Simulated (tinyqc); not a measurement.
Numerical transform against the formula: Lorentz oscillators and the Kramers-Kronig relations.

eps(E) = 1 + sum_j S_j/(E0_j^2 - E^2 - i G_j E).

Kramers-Kronig: eps1(E) = 1 + (2/pi) P integral_0^infinity E1 eps2(E1)/(E1^2 - E^2) dE1. Maclaurin rule on the grid E_j = j h, j = 1 .. M: eps1(E_i) = 1 + (4 h/pi) sum over j with j - i odd of E_j eps2(E_j)/(E_j^2 - E_i^2); nothing is added above E_M.

Values chosen for the exercise (line positions loosely like those of GaN; Lorentz tails absorb below the gap, where the real solid is clear; not measured data): E0 = (4.3, 7.04, 9.09) eV (resonances); G = (1.06, 1.01, 1.97) eV (widths); S = (9.8, 55.4, 82.8) eV^2 (strengths); h = 0.8 eV (grid step); M = 36 (grid points E_j = j h).

Every third grid point is listed; the error is the transform minus the formula.

Dielectric function:
```
E (eV),eps2,eps1 formula,eps1 transform,error
1.60,0.146,3.818,4.164,0.346
4.00,2.059,4.862,4.059,-0.803
6.40,3.765,6.537,6.786,0.250
8.80,4.984,0.346,0.632,0.286
11.20,0.904,-1.333,-1.530,-0.197
13.60,0.244,-0.221,-0.116,0.105
16.00,0.108,0.230,0.153,-0.077
18.40,0.059,0.461,0.509,0.048
20.80,0.036,0.599,0.556,-0.043
23.20,0.024,0.688,0.715,0.027
25.60,0.017,0.750,0.720,-0.030
28.00,0.013,0.795,0.808,0.014
```

The largest error listed is -0.803 at 4.00 eV. The rule samples every 2h = 1.6 eV and the narrowest line is 1.01 eV wide, so it is not resolved. The grid ends at 28.8 eV, where eps2 is still 0.011; the error at the last point listed, nearest the missing tail, is +0.014.

Computed by tinyqc, a small Python program: `OMP_NUM_THREADS=1 python tinyqc.py 1652573 1652574 out.jsonl` (the numbers bound the seed that draws the inputs); one thread of a shared host (Intel(R) Xeon(R) Processor @ 2.30GHz), about 0.2 s for the whole set of steps.
